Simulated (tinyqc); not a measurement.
# Hole mobility in a silicon inversion layer, empirical terms and Matthiessen rule: what changes with what

Inversion layer of sheet density Ns on a uniformly doped body, under a high-permittivity gate with an interlayer. The mobility terms are empirical power laws with prefactors chosen for the exercise; adding their inverses (Matthiessen) is itself an approximation.

Inputs (values chosen for the exercise); material values close to those of silicon: temperature T = 250 K; band gap Eg = 1.11 eV; relative permittivity of the semiconductor eps_r = 11.7; conduction-band density of states at T Nc = 2.15e19 cm^-3; valence-band density of states at T Nv = 1.98e19 cm^-3; body doping Nb = 1.3e17 cm^-3; reverse body bias Vsb = 0 V; weight of the inversion charge in the effective field eta = 0.3333; phonon-limited mobility at 1 MV/cm and 300 K Ap = 134 cm^2/(V s); roughness-limited mobility at 1 MV/cm As = 332 cm^2/(V s); exponent of the roughness term gs = 1.3; Coulomb prefactor Ac = 1700 cm^2/(V s); charge at the interface Nit = 4.6e10 cm^-2; remote-phonon mobility without interlayer Ar = 200 cm^2/(V s); interlayer thickness ti = 0.6 nm; decay length of remote phonons lr = 0.8 nm; inversion density Ns = 5.9e11 cm^-2.

Constants: q = 1.602176634e-19 C, kB = 1.380649e-23 J/K, Vt = kB T/q, eps0 = 8.8541878128e-14 F/cm where lengths are in cm. Results are converted to the units shown.

Each table varies one quantity; the others keep the values above.

## Effect of the body doping

ni = sqrt(Nc Nv) exp(-Eg/(2 Vt)), Eg in volts; Ndep = sqrt(2 eps0 eps_r Nb (2 Vt ln(Nb/ni) + Vsb)/q); E = q (Ndep + eta Ns)/(eps0 eps_r), in MV/cm. With t = T/(300 K): muC = Ac (Ns/1e12 cm^-2) t/(Nb/1e17 cm^-3 + Nit/1e11 cm^-2), muP = Ap E^(-1/3) t^(-1.75), muS = As E^(-gs), muR = Ar exp(2 ti/lr)/t; 1/mu is the sum of the inverses.

The same in every row: muR (cm^2/(V s)) = 1076.

Effect of the body doping:
```
Nb (cm^-3),E (MV/cm),muC (cm^2/(V s)),muP (cm^2/(V s)),muS (cm^2/(V s)),mu (cm^2/(V s))
2e16,0.1012,1266,395.6,6518,227.2
4.4e16,0.1377,928.7,357.1,4372,198.6
9.7e16,0.1928,584.5,319.1,2821,163.2
2.1e17,0.2739,326.5,283.9,1788,123.9
4.7e17,0.4015,162.0,249.9,1087,83.17
1e18,0.5809,79.91,221.0,672.7,51.40
2.3e18,0.8804,35.63,192.4,391.8,27.21
5e18,1.304,16.56,168.7,235.1,13.99
```

Read the table: what changes, and by how much?

As Nb goes from 2e16 to 5e18 cm^-3, E rises from 0.101 to 1.30 MV/cm and mu falls from 227 to 14.0 cm^2/(V s). The smallest term is the phonon one in the first row and the Coulomb one in the last.

## Effect of the interlayer thickness

Same model as above.

The same in every row: E (MV/cm) = 0.2198; muC (cm^2/(V s)) = 474.9; muP (cm^2/(V s)) = 305.5; muS (cm^2/(V s)) = 2380.

Result of one run:
```
ti (nm),muR (cm^2/(V s)),mu (cm^2/(V s))
1,2924,162.8
```

What becomes of these results when the interlayer thickness ti is changed from 1 to 0.2 nm, all else the same?

Result of the changed run:
```
ti (nm),muR (cm^2/(V s)),mu (cm^2/(V s))
0.2,395.7,120.1
```

The whole series:
```
ti (nm),muR (cm^2/(V s)),mu (cm^2/(V s))
0.2,395.7,120.1
0.4,652.4,136.4
0.6,1076,148.6
0.8,1773,157.2
1,2924,162.8
1.2,4821,166.5
1.4,7948,168.8
1.6,1.310e4,170.2
1.8,2.160e4,171.1
```

As ti goes from 0.2 to 1.8 nm, E stays at 0.220 MV/cm and mu rises from 120 to 171 cm^2/(V s). The phonon term is the smallest in the first and the last row.

## Effect of the reverse body bias

Same model as above.

The same in every row: muC (cm^2/(V s)) = 474.9; muR (cm^2/(V s)) = 1076.

Effect of the reverse body bias:
```
Vsb (V),E (MV/cm),muP (cm^2/(V s)),muS (cm^2/(V s)),mu (cm^2/(V s))
0,0.2198,305.5,2380,148.6
0.4,0.2583,289.5,1929,142.7
0.8,0.2912,278.1,1651,138.2
1.2,0.3204,269.4,1458,134.5
1.6,0.3469,262.4,1315,131.4
2,0.3714,256.5,1203,128.8
2.4,0.3942,251.4,1113,126.4
```

As Vsb goes from 0 to 2.4 V, E rises from 0.220 to 0.394 MV/cm and mu falls from 149 to 126 cm^2/(V s). The phonon term is the smallest in the first and the last row.

Computed by the program tinyqc: `OMP_NUM_THREADS=1 python tinyqc.py 2510145 2510146 out.jsonl`, one thread of a shared Intel Xeon 2.30GHz, about 0.01 s for the whole run.
